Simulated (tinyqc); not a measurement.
From results back to parameters: Boltzmann transport in a parabolic band with a power-law relaxation time. Five cases, with inputs chosen for the exercise.

Problem. The Seebeck coefficient and the Hall density nH = n/rH are given; md is hidden (a Pisarenko analysis).

F_j(eta) = (1/Gamma(j + 1)) integral_0^infinity x^j dx/(1 + exp(x - eta)), which tends to exp(eta) for eta << 0.

n = N F_1/2(eta) with N = 2 (m kB T/(4 pi c))^(3/2) with c = hbar^2/2m0, in 1/angstrom^3; times 1e24 for 1/cm^3, m = md.

tau = tau0 x^r with x = E/kT. With K_j = Gamma(j + 1) F_j(eta): <tau> = tau0 (r + 3/2) K_(r+1/2)/((3/2) K_(1/2)); mu = <tau>/(mc m0/e), m0/e = 5.685630e-12 kg/C; Hall factor rH = (3/2) K_(1/2) (2r + 3/2) K_(2r+1/2)/((r + 3/2) K_(r+1/2))^2; Seebeck S = -(kB/e) [(r + 5/2) K_(r+3/2)/((r + 3/2) K_(r+1/2)) - eta]; Lorenz number L = (kB/e)^2 [(r + 7/2) K_(r+5/2)/((r + 3/2) K_(r+1/2)) - ((r + 5/2) K_(r+3/2)/((r + 3/2) K_(r+1/2)))^2]; kB/e in V/K. Valley anisotropy is left out of rH.

Constants: hbar^2/2m0 = 3.80998211 eV angstrom^2; kB = 8.617333262e-05 eV/K.

Case 1.

Values chosen (out of a larger set: masses near those of GaN; tau0 is set for a mobility of the usual size at this n, kL is a free input; freeze-out and phonon drag, which matter near 77 K, are left out; not measured data): r = 1.5 (exponent of tau); T = 300 K.

S = -583.241 microvolt/K
nH = 7.3097e+16 1/cm^3

Case 2.

Values chosen (out of a larger set: masses near those of Si; tau0 is set for a mobility of the usual size at this n, kL is a free input; freeze-out and phonon drag, which matter near 77 K, are left out; not measured data): r = -0.5 (exponent of tau); T = 300 K.

S = -534.642 microvolt/K
nH = 3.3984e+17 1/cm^3

Case 3.

Values chosen (out of a larger set: masses near those of InAs; tau0 is set for a mobility of the usual size at this n, kL is a free input; freeze-out and phonon drag, which matter near 77 K, are left out; not measured data): r = -0.5 (exponent of tau); T = 200 K.

S = -45.354 microvolt/K
nH = 7.1605e+17 1/cm^3

Case 4.

Values chosen (out of a larger set: masses near those of Si; tau0 is set for a mobility of the usual size at this n, kL is a free input; freeze-out and phonon drag, which matter near 77 K, are left out; not measured data): r = -0.5 (exponent of tau); T = 300 K.

S = -48.486 microvolt/K
nH = 2.8378e+20 1/cm^3

Case 5.

Values chosen (out of a larger set: masses near those of SiC; tau0 is set for a mobility of the usual size at this n, kL is a free input; freeze-out and phonon drag, which matter near 77 K, are left out; not measured data): r = 0 (exponent of tau); T = 400 K.

S = -136.839 microvolt/K
nH = 8.9000e+19 1/cm^3

Find: eta; rH; n; md.

Solution. S depends on eta alone and |S| falls steadily with it; eta gives rH and so n, and N = n/F_1/2(eta) gives md from N proportional to md^(3/2).

Case 1.

eta = -2.75
rH = 1.915
n = 1.4e+17 1/cm^3
md = 0.200 m0

Case 2.

eta = -4.20
rH = 1.177
n = 4.0e+17 1/cm^3
md = 1.043 m0

Case 3.

eta = 6.22
rH = 1.019
n = 7.3e+17 1/cm^3
md = 0.027 m0

Case 4.

eta = 5.80
rH = 1.022
n = 2.9e+20 1/cm^3
md = 1.039 m0

Case 5.

eta = 2.25
rH = 1.000
n = 8.9e+19 1/cm^3
md = 0.802 m0

Computed by tinyqc, one run a case: `OMP_NUM_THREADS=1 python tinyqc.py N N+1 out.jsonl` with N = 1651639, 1651706, 1651715, 1651736, 1651738; one thread of a shared Intel(R) Xeon(R) Processor @ 2.30GHz, about 0.02 s a run at most.
